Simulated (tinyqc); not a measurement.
# Input admittance of a MOSFET at zero drain bias: distributed channel and distributed gate, step by step

Numbers from tinyqc (`OMP_NUM_THREADS=1 python tinyqc.py 2262214 2262215 out.jsonl`; about 0.01 s on one thread of a shared Intel Xeon 2.30GHz). Printed values are rounded.

Source and drain grounded, strong inversion, w = 2 pi f, Cox = eps0 eox/tox. The channel is an RC line of resistance 1/(mu Cox Vo) per square fed from both ends, so one finger has the intrinsic admittance y = i w Cox L tanh(g)/g per width, g = (1/2) sqrt(i w tau), tau = L^2/(mu Vo). The vertical resistance rv/L is in series with y, the overlaps 2 i w Cov in parallel: y_t = 1/(1/y + rv/L) + 2 i w Cov. The gate strip is a line of Rsh/L per length loaded by y_t, so a finger has Y = y_t Wf tanh(k)/k, k = (Wf/sd) sqrt(y_t Rsh/L); the device has Nf Y.

Inputs (values chosen for the exercise); values of the order met in silicon radio-frequency transistors: relative permittivity of the gate insulator (close to hafnium oxide) eox = 22; insulator thickness tox = 15 nm; channel length L = 0.27 um; finger width Wf = 1.7 um; number of fingers Nf = 64; channel mobility mu = 110 cm^2/(V s); gate overdrive Vo = 0.73 V; sheet resistance of the gate Rsh = 4.1 ohm/square; vertical resistivity of the gate stack rv = 1.1 ohm um^2; number of ends at which a finger is contacted sd = 2; overlap and fringe capacitance on each side Cov = 0.4 fF/um; frequency f = 32 GHz.

Constants: eps0 = 8.8541878128e-14 F/cm where lengths are in cm. Results are converted to the units shown.

## Low-frequency resistances and capacitance

Low-frequency limits, with c = Cox L and ct = c + 2 Cov: R_strip = Rsh Wf/(3 sd^2 L Nf), R_ch = (c/ct)^2 L/(12 mu Cox Vo Wf Nf), R_vert = (c/ct)^2 rv/(L Wf Nf), C = ct Wf Nf.

parts (ohm): strip 0.0336130, channel 1.31476, vertical 0.0248249
sum = 1.37320 ohm
C = 468.521 fF
1/(2 pi R C) = 247.377 GHz

The channel term is the largest, 95.7 % of the sum.

## Admittance of the channel and stack per width

tau, g, c = Cox L, y and y_t as defined.

tau = 9.07846 ps
g = 0.477668+0.477668i
c = 3.50626 fF/um
y = 103.739+686.048i uS/um
y_t = 105.610+846.312i uS/um

w tau = 1.83, and Im y is 0.973 of w c.

## Input impedance of the device

k and Y as defined; Z = 1/(Nf Y) = R + 1/(i w C); Q = |Im Z|/R; signal at the point farthest from a contact |1/cosh k|.

k = 0.0725115+0.0640253i
Nf Y = 11.7705+92.0066i mS
R = 1.36806 ohm
C = 465.093 fF
Q = 7.81671
signal at the far point = 0.999414

R is 0.37 % below its low-frequency limit and C is 0.73 % below its own.
